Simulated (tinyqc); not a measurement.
# Changing the well width w

Model: interdiffusion of a quantum well during annealing: blurred potential and shift of the confined levels. Computed by tinyqc, a small Python program. Command: `OMP_NUM_THREADS=1 python tinyqc.py 3015003 3015004 out.jsonl qwi sweep`. One thread of a shared host (Intel(R) Xeon(R) Processor @ 2.30GHz), about 0.08 s of CPU time with the checks.

A square well of width w is blurred by Fick diffusion with a constant coefficient; band offsets are linear in composition, masses are uniform, and strain and excitons are ignored.

Inputs (values chosen for the exercise, modelled on SiGe in silicon (holes and electrons as a model)):
```
quantity               value    unit
electron mass m_e      0.199     m_0
hole mass m_h          0.266     m_0
conduction offset V_c  0.027      eV
valence offset V_v      0.27      eV
prefactor D0             360  cm^2/s
activation energy E     3.95      eV
anneal temperature T     850       C
anneal time t            160       s
```

Constants: k_B = 8.617333262e-05 eV/K; hbar^2/(2 m_0) = 3.80998212 eV angstrom^2.

Method:
- D = D0 exp(-E/(k_B T)); L = sqrt(D t); share of well material at the centre erf(w/(4L)); 1 nm = 1e-7 cm.
- Temperatures in kelvin are T(C) + 273.15.
- With L = sqrt(D t) and the share at the centre erf(w/(4L)). After the anneal: V(z) = V {1 - (1/2)[erf((w/2 - z)/(2L)) + erf((w/2 + z)/(2L))]}, energies counted from the original well bottom. Finite differences on 3000 points over |z| < w/2 + 6L + 25 nm; shifts are taken against the same grid with cell-averaged square steps.
- Rise of the bottom = V (1 - share at the centre). Overlap = |<electron|hole>|^2.

One run for each value; columns: (1) well width w (nm); (2) blue shift of the transition (meV); (3) shift of the electron level (meV); (4) shift of the hole level (meV); (5) share at the centre:
```
(1)       (2)    (3)      (4)      (5)
3.3   152.160  3.581  148.579  0.27662
5.1   148.091  5.719  142.372  0.41563
6.9   129.470  6.654  122.817  0.54075
11.0   81.016  6.078   74.938  0.76193
12.0   70.774  5.692   65.082  0.80194
14.0   53.151  4.864   48.287  0.86680
16.0   39.310  4.063   35.248  0.91386
```

Give the missing row, well width w (nm) = 8.8.

Computed row; columns: (1) well width w (nm); (2) blue shift of the transition (meV); (3) shift of the electron level (meV); (4) shift of the hole level (meV); (5) share at the centre:
```
(1)      (2)    (3)     (4)      (5)
8.8  106.338  6.690  99.648  0.65476
```

Interpolating between the two neighbouring rows (linearly) misses most in shift of the electron level (meV), by 4.5 %. Over the rows, blue shift of the transition (meV) falls from 152 to 39.3 (exponent d ln y / d ln x -0.062 between the first rows and -2.3 between the last); shift of the electron level (meV) goes from 3.58 through a maximum among these rows, 6.69 at 8.80, to 4.06; shift of the hole level (meV) falls from 149 to 35.2 (exponent d ln y / d ln x -0.098 between the first rows and -2.4 between the last). A wide well keeps its centre and its states away from the edges. Left out: 1.50 (no blur, or the well has dissolved).

Extremes, crossings and ranges named in words are read from the listed rows.
